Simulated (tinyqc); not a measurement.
Inside a calculation. Model: shallow acceptor in the spherical model (Baldereschi-Lipari), strong spin-orbit limit. Computed by tinyqc, a small Python program that keeps every step. Command: `OMP_NUM_THREADS=1 python tinyqc.py 3016691 3016692 out.jsonl acceptor walk`. One thread of a shared host (Intel(R) Xeon(R) Processor @ 2.30GHz), about 0.01 s of CPU time with the checks. Intermediate numbers are printed to about 6 digits and carried at full precision; extremes and crossings named in words are read from the listed rows.

The 1S(3/2) state has an s envelope f(r) and a d envelope g(r). In effective units they obey -(f'' + 2f'/r + 2f/r) + mu (g'' + 5g'/r + 3g/r^2) = E f and -(g'' + 2g'/r - 6g/r^2 + 2g/r) + mu (f'' - f'/r) = E g. The cubic term, the split-off band and the central cell are left out.

Inputs (values chosen for the exercise, for a model semiconductor): Luttinger gamma_1 = 8.22; Luttinger gamma_2 = 0.739; Luttinger gamma_3 = 1.84; dielectric constant eps = 7.03; functions per channel n = 1; smallest exponent zeta_1 = 1.1 1/a*; ratio beta of exponents = 2.4.

Constants: Ry = 13.605693123 eV; a_0 = 0.529177210903 angstrom.

## Effective units and couplings

Ry* = Ry/(gamma_1 eps^2), a* = a_0 eps gamma_1, mu = (6 gamma_3 + 4 gamma_2)/(5 gamma_1), delta = (gamma_3 - gamma_2)/gamma_1; spherical masses 1/(gamma_1 (1 - mu)) (heavy) and 1/(gamma_1 (1 + mu)) (light).

Ry* = 33.4918 meV

a* = 30.5794 angstrom

mu = 0.340535

delta = 0.133942

heavy-hole mass = 0.184475 m_0

light-hole mass = 0.0907507 m_0

## Matrices in a small basis

zeta_i = zeta_1 beta^(i-1), i = 1..n, in both channels. Basis: f_i = exp(-zeta_i r), g_i = r exp(-zeta_i r), weight r^2 dr, s = zeta_i + zeta_j. S_ff = 2/s^3, H_ff = zeta_i zeta_j S_ff - 2/s^2; S_gg = 24/s^5, H_gg = 8/s^3 + 24 zeta_i zeta_j/s^5 - 12/s^4; H(f_i, g_j) = mu (6 zeta_i^2/s^4 + 2 zeta_i/s^3); S_fg = 0. Each function is normalised by sqrt(S_ii).

H (Ry*), rows f1, g1:
$$\begin{pmatrix}
-0.99 & 0.594740 \\
0.594740 & 1.72333
\end{pmatrix}$$

S, rows f1, g1:
$$\begin{pmatrix}
1 & 0 \\
0 & 1
\end{pmatrix}$$

## Lowest level in the small basis

H c = E S c with c^T S c = 1 and the largest component positive; the d weight is the part of the norm in g.

E = -1.11464 Ry*

coefficients: f1 0.978739, g1 -0.205110

d weight = 0.0420699

## Converged levels

Large basis: zeta_i = 0.08 x 1.55^(i-1), i = 1..20 in each channel; overlap eigenvalues below 1e-11 are dropped. Binding energies are -E Ry*; the mass that fits is E(1S) eps^2/Ry.

1S(3/2) binding in Ry* = 1.11770

1S(3/2) binding energy = 37.4338 meV

2S(3/2) binding energy = 9.84937 meV

d weight of 1S(3/2) = 0.0499129

Hydrogenic mass that fits = 0.135973 m_0

The small basis recovers 99.7 % of the binding. The ratio 2S/1S is 0.263 against the hydrogenic 0.25. The fitted mass is 74 % of the heavy-hole mass.

## One mass for the acceptor?

Hydrogenic binding Ry m/eps^2; the density-of-states mass is (m_H^(3/2) + m_L^(3/2))^(2/3); errors are against the large basis.

1S binding energy:
```
mass                     value (m_0)  binding (meV)  error (%)
light hole                  0.090751        24.9839   -33.2584
1/gamma_1                   0.121655        33.4918   -10.5305
mean of heavy and light     0.137613        37.8851     1.2057
heavy hole                  0.184475        50.7863    35.6698
density of states           0.224781        61.8828    65.3129
```

The coupled result, 37.43 meV, lies between the 1/gamma_1 value (no coupling) and the heavy-hole value; the closest single rule here is "mean of heavy and light", off by +1.2 %.

## Binding against mu

The formulas are those given above.

1S(3/2):
```
mu    binding (Ry*)  d weight  binding x (1 - mu)
0.10        1.00907  0.004236            0.908167
0.20        1.03742  0.017022            0.829937
0.34        1.11728  0.049753            0.737406
0.50        1.29854  0.109789            0.649270
0.80        2.58020  0.298280            0.516040
0.90        4.76833  0.388180            0.476833
0.95        9.14465  0.440016            0.457233
```

The binding grows from 1.009 to 9.14 Ry*, slowly at first (second order in mu), while the d weight rises to 0.44. The last column, the binding in units of the heavy-hole Rydberg, falls to 0.457, towards about 0.44 as mu tends to 1.

Checks made by the program: mu = 0 against hydrogen, 1 and 1/4 (relative difference 4e-06); the coupling element from the adjoint operator (relative difference below 1e-10).
